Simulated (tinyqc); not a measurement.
From one set of inputs to another, one input at a time: classical nucleation, growth and JMAK kinetics of crystallisation from a melt or glass. Computed by tinyqc, a small Python program. Command: `OMP_NUM_THREADS=1 python tinyqc.py 3001475 3001476 out.jsonl nucl ladder`. One thread of a shared host (Intel(R) Xeon(R) Processor @ 2.30GHz), about 0.01 s of CPU time with the checks.

A spherical nucleus with a sharp interface of isotropic energy gamma; lambda = Omega^(1/3) is the jump distance.

The inputs printed are set A. Inputs not listed in the table keep their values of set A, so the rows need not describe a real material.

Inputs (values chosen for the exercise, for a model substance):

| quantity | value | unit |
|---|---|---|
| melting point T_m | 700 | K |
| heat of melting per volume H | 482 | J/cm^3 |
| interface energy gamma | 0.0605 | J/m^2 |
| atomic volume Omega | 24.6 | angstrom^3 |
| temperature T | 498 | K |
| diffusion prefactor D0 | 2.3e-06 | m^2/s |
| activation energy Q | 0.716 | eV |

Nucleation: homogeneous. Driving force: Turnbull (linear).

Constants: k_B = 8.617333262e-05 eV/K; k_B = 1.380649e-23 J/K.

Method:
- Driving force per volume: dG = H (T_m - T)/T_m.
- Growth (Wilson-Frenkel): u = (D/lambda) [1 - exp(-dG Omega/(k_B T))].
- D = D0 exp(-Q/(k_B T)).
- Shape factor f = 1.
- W(r) = f [4 pi r^2 gamma - (4/3) pi r^3 dG]; r* = 2 gamma/dG; W* = f 16 pi gamma^3/(3 dG^2); n* = f (4/3) pi r*^3/Omega.
- D = D0 exp(-Q/(k_B T)); attachment rate k+ = (A*/lambda^2) D/lambda^2 with A* = 4 pi r*^2; Zeldovich factor Z = sqrt(W*/(3 pi k_B T))/n*; sites per volume N = 1/Omega; I = N Z k+ exp(-W*/(k_B T)); lag time = 1/(4 pi Z^2 k+).
- JMAK with steady nucleation and growth, nuclei spread at random: extended fraction X_e = (pi/3) I u^3 t^4, X = 1 - exp(-X_e); t_X = [-3 ln(1 - X)/(pi I u^3)]^(1/4); final grains per volume = Gamma(5/4) (3/pi)^(1/4) (I/u)^(3/4), Gamma(5/4) = 0.9064024771.
- The nose is the T between 0.3 and 0.97 T_m where I u^3 is largest; the time is for X = 1e-6, and the critical cooling rate is estimated as (T_m - T_nose)/t_nose.

Each row keeps all changes above it:

| input moved | from | to | growth velocity u (m/s) | nose temperature (K) | critical cooling rate (K/s) |
|---|---|---|---|---|---|
| set A | - | - | 1.7598e-04 | 464.4 | 9.2601e+06 |
| interface energy gamma (J/m^2) | 0.0605 | 0.106 | 1.7598e-04 | 364.6 | 3.0015e-01 |
| diffusion prefactor D0 (m^2/s) | 2.3e-06 | 2.2e-06 | 1.6833e-04 | 364.6 | 2.8710e-01 |
| melting point T_m (K) | 700 | 1480 | 2.9263e-04 | 760.5 | 1.1485e+09 |
| heat of melting per volume H (J/cm^3) | 482 | 783 | 3.6245e-04 | 881.8 | 4.3891e+11 |
| activation energy Q (eV) | 0.716 | 2.38 | 5.2421e-21 | 1042.2 | 8.5335e+02 |
| atomic volume Omega (angstrom^3) | 24.6 | 29.1 | 5.2204e-21 | 1042.6 | 8.5505e+02 |
| temperature T (K) | 498 | 912 | 2.5232e-10 | 1042.6 | 8.5505e+02 |

Growth velocity u goes from 1.76e-4 to 2.52e-10, a factor 1.43e-6 in all. The largest single move comes from activation energy Q (a factor 1.45e-17), and temperature T works against it (a factor 4.83e10). Nose temperature goes from 464 to 1040, a factor 2.25 in all. The largest single move comes from melting point T_m (a factor 2.09), and interface energy gamma works against it (a factor 0.785). Critical cooling rate goes from 9.26e6 to 855, a factor 9.23e-5 in all. The largest single move comes from melting point T_m (a factor 4.00e9), but it runs against the net change; the largest move in the direction of the net change is activation energy Q (a factor 1.94e-9). The single moves hold for this order of the switches; the total does not depend on the order.

Caution (rows set A, heat of melting per volume H): at the nose the lag time is not small against the nose time, so steady nucleation overstates the critical cooling rate.

Extremes, crossings and ranges named in words are read from the listed rows.
